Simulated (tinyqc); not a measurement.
Carrier lifetime of a p-type layer with SRH, radiative, Auger and surface recombination: effect of the trap level below the conduction band at dn = 6e16 cm^-3.

Uniform excess density dn = dp (no trapping), n = n0 + dn, p = p0 + dn, Boltzmann statistics, full ionisation. Surfaces enter as a rate 2 S dn/d, which holds while diffusion to them is fast.

ni = sqrt(Nc Nv) exp(-Eg/(2 Vt)), Eg in volts; majority density N/2 + sqrt(N^2/4 + ni^2), n0 p0 = ni^2; n1 = Nc exp(-Et/Vt), p1 = Nv exp((Et - Eg)/Vt); tn0 = 1/(sn vth Nt), tp0 = 1/(sp vth Nt). With e = n p - ni^2 = dn (n0 + p0 + dn): U_SRH = e/(tp0 (n + n1) + tn0 (p + p1)), U_rad = B e, U_Aug = (Cn n + Cp p) e, U_s = 2 S dn/d. Each tau is dn over its rate; tau = dn/U with U the sum. Here dn = 6e16 cm^-3.

Parameters, values chosen for the exercise; band and dielectric values close to those of cadmium telluride:

| symbol | value | unit | meaning |
|---|---|---|---|
| T | 300 | K | temperature |
| Eg | 1.51 | eV | band gap |
| Nc | 7.9e17 | cm^-3 | conduction-band density of states at T |
| Nv | 1.77e19 | cm^-3 | valence-band density of states at T |
| B | 1.98e-10 | cm^3/s | radiative coefficient |
| N | 4.7e17 | cm^-3 | acceptor density |
| Cn | 1.2e-30 | cm^6/s | Auger coefficient (two electrons) |
| Cp | 1.3e-30 | cm^6/s | Auger coefficient (two holes) |
| Nt | 1.7e13 | cm^-3 | trap density |
| sn | 1e-15 | cm^2 | capture cross-section for electrons |
| sp | 5e-15 | cm^2 | capture cross-section for holes |
| vth | 1.7e7 | cm/s | thermal velocity (both carriers) |
| S | 1000 | cm/s | surface recombination velocity (both faces) |
| d | 5 | um | sample thickness |

Constants: q = 1.602176634e-19 C, kB = 1.380649e-23 J/K, Vt = kB T/q. Results are converted to the units shown.

The same in every row: tau_rad (s) = 9.529e-9; tau_Aug (s) = 2.479e-6; tau_s (s) = 2.500e-7.

Result of one run:

| Et (eV) | tau_SRH (s) | tau (s) | radiative share (%) | largest path |
|---|---|---|---|---|
| 1.28 | 3.554e-6 | 9.122e-9 | 95.73 | radiative |

What becomes of these results when the trap level below the conduction band Et is changed from 1.28 to 0.06 eV, all else the same?

Result of the changed run:

| Et (eV) | tau_SRH (s) | tau (s) | radiative share (%) | largest path |
|---|---|---|---|---|
| 0.06 | 3.640e-6 | 9.123e-9 | 95.73 | radiative |

The whole series:

| Et (eV) | tau_SRH (s) | tau (s) | radiative share (%) | largest path |
|---|---|---|---|---|
| 0.06 | 3.640e-6 | 9.123e-9 | 95.73 | radiative |
| 0.23 | 3.539e-6 | 9.122e-9 | 95.73 | radiative |
| 0.41 | 3.539e-6 | 9.122e-9 | 95.73 | radiative |
| 0.58 | 3.539e-6 | 9.122e-9 | 95.73 | radiative |
| 0.75 | 3.539e-6 | 9.122e-9 | 95.73 | radiative |
| 0.93 | 3.539e-6 | 9.122e-9 | 95.73 | radiative |
| 1.1 | 3.539e-6 | 9.122e-9 | 95.73 | radiative |
| 1.28 | 3.554e-6 | 9.122e-9 | 95.73 | radiative |
| 1.45 | 1.488e-5 | 9.140e-9 | 95.91 | radiative |

Radiative recombination leads at Et = 0.06 and in all other rows. tau_SRH goes from 3.64e-6 through a minimum of 3.54e-6 (at Et = 0.41 to 1.1 among the rows listed) to 1.49e-5 s and the total lifetime stays near 9.12e-9 s. tau_SRH is within a factor 1.5 of its lowest value for Et from 0.06 to 1.28 eV; nearer a band edge n1 or p1 outgrows the carrier densities and the trap re-emits what it captured.

Program tinyqc, `OMP_NUM_THREADS=1 python tinyqc.py 2300039 2300040 out.jsonl`; Intel Xeon 2.30GHz, shared host, one thread, about 0.01 s.
